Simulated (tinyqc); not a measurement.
Comparisons within one model: hole subbands of a hard-walled well, four-band Luttinger model. A value that a table varies takes the place of the one given here.

Hole energies are counted downwards from the unstrained band edge, c = hbar^2/2m0. After the usual block transformation one block is H = [[P + Q - Zs, R - i S], [R + i S, P - Q + Zs]] in (heavy, light), with P +/- Q = c [(g1 +/- g2) k^2 + (g1 -/+ 2 g2) kz^2], R = sqrt(3) c gR k^2, S = 2 sqrt(3) c g3 k kz, kz = -i d/dz; axial approximation gR = (g2 + g3)/2. Zs = b (e_par - e_perp) is the shear part of the strain (the hydrostatic part shifts all levels alike and is left out). Basis sqrt(2/L) sin(n pi z/L), n = 1 to N, for each component: kz^2 gives (n pi/L)^2 and the heavy-light block is R delta_nm - 2 sqrt(3) c g3 k D_nm with D_nm = 4 n m/(L (n^2 - m^2)) for n + m odd, 0 otherwise. The other block has the same levels. The split-off band is left out.

Constants: hbar^2/2m0 = 3.80998211 eV angstrom^2.

Inputs chosen for the exercise (near those of GaSb; shifted at random, so the results belong to these values and not to a real crystal): g1 = 13.47 (Luttinger gamma1); g2 = 4.66 (gamma2); g3 = 6.08 (gamma3); L = 165 angstrom (well width along [001]); k = 0.0262 1/angstrom (wave vector in the plane); Zlist = (-0.0247, -0.0171, -0.0079, -0.0056, 0, 0.0087, 0.0225) eV (shear strain energies (negative: tension in the plane, for b < 0)).

## Which coupling does what

shear strain energy Zs = 0.044068 eV
N = 20, at the given k. Diagonal: R = S = 0. Along [100] and [110] gR is g2 and g3 instead of their mean.

Hole energies (meV):

| model | E1 | E2 | E3 | E4 |
|---|---|---|---|---|
| diagonal | 9.08 | 26.28 | 54.94 | 95.06 |
| R alone | 2.90 | 22.80 | 52.95 | 93.82 |
| S alone | -0.68 | 1.67 | 21.59 | 48.67 |
| axial | -6.43 | -0.68 | 19.66 | 48.61 |
| [100] | -5.11 | -0.04 | 20.12 | 48.65 |
| [110] | -7.87 | -1.42 | 19.15 | 48.53 |

What does this show, and why?

The couplings move E1 by -15.51 meV: R alone by -6.18, S alone by -9.76, so S matters more at k L/pi = 1.38 (R grows as k^2 and joins equal n, S as k and joins n of opposite parity). Warping spreads E1 by 2.76 meV between [100] and [110], the hole being heavier along [110]; the axial value lies between them.

## Strain

N = 20. dE is the rise of the top subband from k = 0 to k1 = pi/(4L), m1 = c k1^2/dE (dash if dE is not positive), and the heavy weight is taken at k = pi/L.

Top subband:

| Zs (eV) | HH1 (meV) | LH1 (meV) | dE (meV) | heavy weight | m1 (m0) |
|---|---|---|---|---|---|
| -0.0247 | 30.4 | 6.8 | -0.238 | 0.189 | - |
| -0.0171 | 22.8 | 14.4 | -0.763 | 0.270 | - |
| -0.0079 | 13.6 | 23.6 | 1.090 | 0.417 | 0.079 |
| -0.0056 | 11.3 | 25.9 | 1.138 | 0.462 | 0.076 |
| 0.0000 | 5.7 | 31.5 | 1.198 | 0.577 | 0.072 |
| 0.0087 | -3.0 | 40.2 | 1.252 | 0.747 | 0.069 |
| 0.0225 | -16.8 | 54.0 | 1.307 | 0.898 | 0.066 |

What can be read from the table?

HH1 and LH1 cross at Zs = -2 c g2 (pi/L)^2 = -0.0129 eV; for more negative Zs the light hole is on top. Among the rows with HH1 on top, m1 goes from 0.079 to 0.066 m0 as the splitting widens from 10 to 71 meV, against the unmixed 1/(g1 + g2) = 0.055: compression lightens the holes here. A dash marks a top subband whose hole energy at k1 lies below that at k = 0: an electron-like (negative) mass. m1 describes the neighbourhood of k = 0 only; where HH1 and LH1 lie close, the band may peak further out.

tinyqc: `OMP_NUM_THREADS=1 python tinyqc.py 1251215 1251216 out.jsonl`; about 3 s, one thread, shared Intel(R) Xeon(R) Processor @ 2.30GHz.
